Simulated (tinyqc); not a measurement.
CIS and TDHF on RHF in the sto-6g basis, for H3+, spin multiplicity 1, step by step. One step of it, computed by the program tinyqc.

Problem. CIS matrix, singlets. A(ia,jb) = (e_a - e_i) d_ij d_ab + 2 (ia|jb) - (ij|ab).

orbital energies (hartree): MO1 -1.085629, MO2 -0.095735, MO3 -0.095340

Two-electron integrals over orbitals (pq|rs), unique and non-zero (hartree):
```
(11|11) 0.571277    (21|11) -0.000021   (21|21) 0.144768    (22|11) 0.557018
(22|21) 0.034253    (22|22) 0.643726    (31|11) 0.000055    (31|22) -0.092069
(31|31) 0.144773    (32|11) 5.87e-09    (32|21) -0.092117   (32|22) -0.000022
(32|31) -0.034244   (32|32) 0.077676    (33|11) 0.557088    (33|21) -0.034262
(33|22) 0.488488    (33|31) 0.092093    (33|32) 0.000022    (33|33) 0.643754
```

Give: CIS matrix A, singlet.

Solution.

CIS matrix A, singlet (hartree):
```
        1>2     1>3
1>2  0.7224  0.0000
1>3  0.0000  0.7227
```
